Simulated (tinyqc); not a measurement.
# Worked calculation: read current of a NAND string, cells in series solved by shooting

Program tinyqc, `OMP_NUM_THREADS=1 python tinyqc.py 2142173 2142174 out.jsonl`; Intel Xeon 2.30GHz, shared host, one thread, about 0.4 s. Printed values are rounded.

Cells in series, numbered from 0 at the source line (0 V) to the bit line, each followed by a gap resistance Rg. A cell with gate Vg, threshold VT, source Vs and drain Vd passes I = 2 nf K Vt^2 [F(Vs) - F(Vd)]/(1 + th max(Vg - VT, 0)), F(V) = ln^2(1 + exp((Vg - VT - nf V)/(2 nf Vt))). The selected cell has Vg = Vr, the others Vg = Vp.

Values chosen for this exercise; values of the order met in vertical NAND strings: temperature T = 300 K; gain factor of a cell K = 4.1 uA/V^2; slope factor nf = 1.2; mobility reduction factor th = 0.13 1/V; resistance of the gap between cells Rg = 28 kohm; bit-line voltage Vbl = 0.3 V; pass voltage Vp = 7.2 V; read voltage on the selected word line Vr = 3.55 V.

Constants: q = 1.602176634e-19 C, kB = 1.380649e-23 J/K, Vt = kB T/q. Results are converted to the units shown.

## Step 1: node voltages for a trial current

first trial current = 0.21 uA
thresholds from the source end, cell 0 to 5 (V): [4.1, 4.1, 2, 4.1, -2, -2]

For a trial current I start at 0 V and, cell by cell (the selected one is cell 2), solve for the drain: sqrt(F(Vd)) = sqrt(F(Vs) - I/k), k = 2 nf K Vt^2/(1 + th max(Vg - VT, 0)), Vd = [Vg - VT - 2 nf Vt ln(exp(sqrt F) - 1)]/nf, then add I Rg.

node voltage after each cell and gap, trial 1, cell 0 to 5 (V): [0.0291659, 0.0586002, 0.106797, 0.136976, 0.155315, 0.173684]

## Step 2: node voltages for a trial current

second trial current = 0.32 uA

As before.

node voltage after each cell and gap, trial 2, cell 0 to 5 (V): [0.0445282, 0.0896892, 0.165524, 0.212525, 0.240671, 0.268890]

## Course of the secant iteration

Secant steps on the end voltage less Vbl, from the two trials; a trial above the saturation current of a cell has no solution and is moved halfway to the previous trial. Stop below 1e-9 V.

Course of the iteration:
```
iteration    I (uA)  end voltage - Vbl (V)  halvings
1          0.355945                7.23e-4         0
2          0.355128               -4.20e-6         0
3          0.355133              -5.69e-10         0
```

Converged in 3 iterations to I = 0.35513 uA. The selected cell takes 25.0 % of the bit-line voltage and the gaps together 19.9 %.
